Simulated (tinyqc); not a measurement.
Raising the sheet density: Gamma, L and X subbands of a thin body with non-parabolic valleys.

Hard walls, flat band, c = hbar^2/2m0, energies from the bulk Gamma edge. For a valley at angle theta to the normal 1/m_z = cos^2/ml + sin^2/mt and m_d = sqrt(ml mt^2/m_z). Subband n starts at E_v + e with e (1 + a e) = c (n pi/t)^2/m_z, and its density-of-states mass is taken as m_d (1 + 2 a e), without further growth at higher in-plane energy. Groups are named by valley and degeneracy.

n_i = g m/(2 pi c) kB T ln(1 + exp((EF - E_i)/kB T)), sum n_i = Ns (1e12/cm^2 = 1e-4/angstrom^2), c = hbar^2/2m0. Quantum capacitance Cq = 1602.176634 sum g m/(2 pi c) f_i in microfarad/cm^2 with f_i = 1/(1 + exp((E_i - EF)/kB T)); Cox = 34.5313/eot (one gate); C/Cox = Cq/(Cq + Cox), the centroid term left out.

Constants: hbar^2/2m0 = 3.80998211 eV angstrom^2; kB = 8.617333262e-05 eV/K.

Inputs chosen for the exercise (near those of a thin Ge channel; not measured data):

| symbol | value | unit | meaning |
|---|---|---|---|
| face | 111 |  | surface |
| mG | 0.0378 | m0 | Gamma mass |
| aG | 1.04 | 1/eV | Gamma non-parabolicity |
| EL | -0.139 | eV | L edge above Gamma |
| mL | (1.617, 0.084) | m0 | L valleys (four, along <111>): ml, mt |
| EX | 0.034 | eV | X edge above Gamma |
| mX | (0.91, 0.188) | m0 | Delta valleys (six, along <100>): ml, mt |
| aS | 0.32 | 1/eV | non-parabolicity of L and X |
| t | 60 | angstrom | body thickness |
| T | 300 | K | temperature |
| eot | 8 | angstrom | equivalent oxide thickness |
| Nl | (0.5, 1, 2, 4, 7, 11, 16) | x 1e12/cm^2 | sheet densities |

Fixed thickness, n = 1 to 8 of all groups; the gate overdrive above the lowest edge is (EF - E_lowest)/e + 0.1602177 Ns/Cox in volts.

Results:

| Ns (1e12/cm^2) | EF - lowest (eV) | Gamma share (%) | Cq | C/Cox | overdrive (V) |
|---|---|---|---|---|---|
| 0.5 | -0.030 | 0.0 | 2.85 | 0.398 | -0.012 |
| 1.0 | -0.010 | 0.0 | 5.33 | 0.552 | 0.027 |
| 2.0 | 0.012 | 0.0 | 9.61 | 0.690 | 0.086 |
| 4.0 | 0.036 | 0.0 | 16.97 | 0.797 | 0.185 |
| 7.0 | 0.059 | 0.0 | 27.14 | 0.863 | 0.318 |
| 11.0 | 0.078 | 0.0 | 40.01 | 0.903 | 0.486 |
| 16.0 | 0.095 | 0.0 | 54.51 | 0.927 | 0.689 |

The lowest subband is L1 n=1; the light Gamma level lies 357 meV above it, above that valley in the bulk already and lifted further by confinement. At the highest density band filling takes 0.095 V of the 0.689 V overdrive. Cq grows from 2.9 to 54.5 microfarad/cm^2 while EF moves from -0.030 to +0.095 eV against the lowest edge; the Gamma share stays near 0 %.

Computed by tinyqc, a small Python program: `OMP_NUM_THREADS=1 python tinyqc.py 1281454 1281455 out.jsonl` (the numbers bound the seed that draws the inputs); one thread of a shared host (Intel(R) Xeon(R) Processor @ 2.30GHz), about 0.06 s for the whole set of steps.
